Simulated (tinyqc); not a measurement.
Binding against mu: shallow acceptor in the spherical model (Baldereschi-Lipari), strong spin-orbit limit. Computed by tinyqc, a small Python program. Command: `OMP_NUM_THREADS=1 python tinyqc.py 3017686 3017687 out.jsonl acceptor walk`. One thread of a shared host (Intel(R) Xeon(R) Processor @ 2.30GHz), about 0.01 s of CPU time with the checks.

The 1S(3/2) state has an s envelope f(r) and a d envelope g(r). In effective units they obey -(f'' + 2f'/r + 2f/r) + mu (g'' + 5g'/r + 3g/r^2) = E f and -(g'' + 2g'/r - 6g/r^2 + 2g/r) + mu (f'' - f'/r) = E g. The cubic term, the split-off band and the central cell are left out.

Inputs (values chosen for the exercise, modelled on silicon):
```
quantity                 value  unit
Luttinger gamma_1         4.23     -
Luttinger gamma_2        0.339     -
Luttinger gamma_3         1.44     -
dielectric constant eps     12     -
```

Constants: Ry = 13.605693123 eV; a_0 = 0.529177210903 angstrom.

Method:
- Ry* = Ry/(gamma_1 eps^2), a* = a_0 eps gamma_1, mu = (6 gamma_3 + 4 gamma_2)/(5 gamma_1), delta = (gamma_3 - gamma_2)/gamma_1; spherical masses 1/(gamma_1 (1 - mu)) (heavy) and 1/(gamma_1 (1 + mu)) (light).
- Basis: f_i = exp(-zeta_i r), g_i = r exp(-zeta_i r), weight r^2 dr, s = zeta_i + zeta_j. S_ff = 2/s^3, H_ff = zeta_i zeta_j S_ff - 2/s^2; S_gg = 24/s^5, H_gg = 8/s^3 + 24 zeta_i zeta_j/s^5 - 12/s^4; H(f_i, g_j) = mu (6 zeta_i^2/s^4 + 2 zeta_i/s^3); S_fg = 0. Each function is normalised by sqrt(S_ii).
- Large basis: zeta_i = 0.08 x 1.55^(i-1), i = 1..20 in each channel; overlap eigenvalues below 1e-11 are dropped.

mu = 0.472624

1S(3/2):
```
mu    binding (Ry*)  d weight  binding x (1 - mu)
0.10         1.0091   0.00424             0.90817
0.14         1.0180   0.00832             0.87544
0.28         1.0764   0.03356             0.77498
0.47         1.2540   0.09659             0.66464
0.50         1.2985   0.10979             0.64927
0.80         2.5802   0.29828             0.51604
0.90         4.7683   0.38818             0.47683
0.95         9.1447   0.44002             0.45723
```

What does the comparison show, and why?

The binding grows from 1.009 to 9.14 Ry*, slowly at first (second order in mu), while the d weight rises to 0.44. The last column, the binding in units of the heavy-hole Rydberg, falls to 0.457, towards about 0.44 as mu tends to 1. Caution: gamma_3 and gamma_2 differ by more than 0.17 gamma_1: band warping, left out here, adds several per cent to the binding.
